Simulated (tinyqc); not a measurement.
# Worked calculation: carrier lifetime of a p-type layer with SRH, radiative, Auger and surface recombination

Computed by the program tinyqc: `OMP_NUM_THREADS=1 python tinyqc.py 2300152 2300153 out.jsonl`, one thread of a shared Intel Xeon 2.30GHz, about 0.01 s for the whole run. Printed values are rounded.

Uniform excess density dn = dp (no trapping), n = n0 + dn, p = p0 + dn, Boltzmann statistics, full ionisation. Surfaces enter as a rate 2 S dn/d, which holds while diffusion to them is fast.

Values chosen for this exercise; band and dielectric values those of a made-up semiconductor: temperature T = 350 K; band gap Eg = 1.14 eV; conduction-band density of states at T Nc = 3.69e19 cm^-3; valence-band density of states at T Nv = 3.98e19 cm^-3; radiative coefficient B = 4.89e-15 cm^3/s; acceptor density N = 9.9e16 cm^-3; Auger coefficient (two electrons) Cn = 3.9e-31 cm^6/s; Auger coefficient (two holes) Cp = 8.4e-32 cm^6/s; trap density Nt = 3e11 cm^-3; capture cross-section for electrons sn = 5e-16 cm^2; capture cross-section for holes sp = 5e-15 cm^2; thermal velocity (both carriers) vth = 2.3e7 cm/s; trap level below the conduction band Et = 0.87 eV; surface recombination velocity (both faces) S = 300 cm/s; sample thickness d = 70 um; generation rate G = 1.1e19 cm^-3 s^-1.

Constants: q = 1.602176634e-19 C, kB = 1.380649e-23 J/K, Vt = kB T/q. Results are converted to the units shown.

## Equilibrium densities and SRH constants

ni = sqrt(Nc Nv) exp(-Eg/(2 Vt)), Eg in volts; majority density N/2 + sqrt(N^2/4 + ni^2), n0 p0 = ni^2; n1 = Nc exp(-Et/Vt), p1 = Nv exp((Et - Eg)/Vt); tn0 = 1/(sn vth Nt), tp0 = 1/(sp vth Nt).

ni = 2.375833e11 cm^-3
n0 = 5.701600e5 cm^-3
p0 = 9.9e16 cm^-3
n1 = 1.095413e7 cm^-3
p1 = 5.152929e15 cm^-3
tn0 = 2.898551e-4 s
tp0 = 2.898551e-5 s

## Starting value

dn = 5e14 cm^-3.

dn at the start = 5e14 cm^-3

## Iteration 1: new dn

With e = n p - ni^2 = dn (n0 + p0 + dn): U_SRH = e/(tp0 (n + n1) + tn0 (p + p1)), U_rad = B e, U_Aug = (Cn n + Cp p) e, U_s = 2 S dn/d. Newton step on ln U(ln dn) = ln G, U the sum: k = d ln U/d ln dn (central difference over factors 1.0001), dn(new) = dn (G/U)^(1/k).

U_SRH = 1.639281e18 cm^-3 s^-1
U_rad = 2.432775e17 cm^-3 s^-1
U_Aug = 4.255118e17 cm^-3 s^-1
U_s = 4.285714e19 cm^-3 s^-1
k = 1.000327
dn after iteration 1 = 1.218314e14 cm^-3

## Iteration 2: new dn

As before.

U_SRH = 3.995009e17 cm^-3 s^-1
U_rad = 5.905239e16 cm^-3 s^-1
U_Aug = 1.011227e17 cm^-3 s^-1
U_s = 1.044269e19 cm^-3 s^-1
k = 1.000079
dn after iteration 2 = 1.218052e14 cm^-3

## Course of the iteration

Stop when the step is below 1e-10 of the value, or after 40 iterations.

Course of the iteration:
```
iteration,dn before the step (cm^-3),step (cm^-3)
1,5e14,-3.78e14
2,1.218314e14,-2.62e10
3,1.218052e14,-224
```

Converged in 3 iterations.

## Lifetime, shares and quasi-Fermi splitting

converged dn = 1.218052e14 cm^-3

With e = n p - ni^2 = dn (n0 + p0 + dn): U_SRH = e/(tp0 (n + n1) + tn0 (p + p1)), U_rad = B e, U_Aug = (Cn n + Cp p) e, U_s = 2 S dn/d. tau = dn/U, shares of U, splitting Vt ln(n p/ni^2), radiative efficiency U_rad/U.

tau = 1.107320e-5 s
shares (%): SRH 3.63104, radiative 0.53672, Auger 0.91910, surface 94.91313
quasi-Fermi splitting = 0.5785118 V

Surface recombination takes the largest share. dn is 0.0012 times the doping: low injection.
